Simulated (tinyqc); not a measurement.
Concentration-dependent dopant diffusion with charged defects and the built-in field: one step, computed by the program tinyqc.

A constant source C_s feeds a half space. The dopant moves through neutral point defects and through charged ones, whose number grows with the majority carrier density n.

Task: Diffusivity at the surface. n = C/2 + sqrt(C^2/4 + n_i^2); D(C) = h [Dx + D1 (n/n_i)], h = 1.

Inputs (values chosen for the exercise, modelled on arsenic in silicon): surface concentration C_s = 2e+18 1/cm^3; temperature T = 1150 C.

Field enhancement: off.

n_i = 1.503713e+19 1/cm^3

partial diffusivities (cm^2/s): Dx 7.516094e-15, D1 6.986097e-14

intrinsic diffusivity D_i = 7.737707e-14 cm^2/s

Give: n/n_i; field factor h; surface diffusivity D_s; enhancement D_s/D_i.

Result:

n/n_i = 1.069

field factor h = 1

surface diffusivity D_s = 8.218e-14 cm^2/s

enhancement D_s/D_i = 1.062

C_s is 0.133 times n_i: D_s stays within a factor 1.5 of D_i.
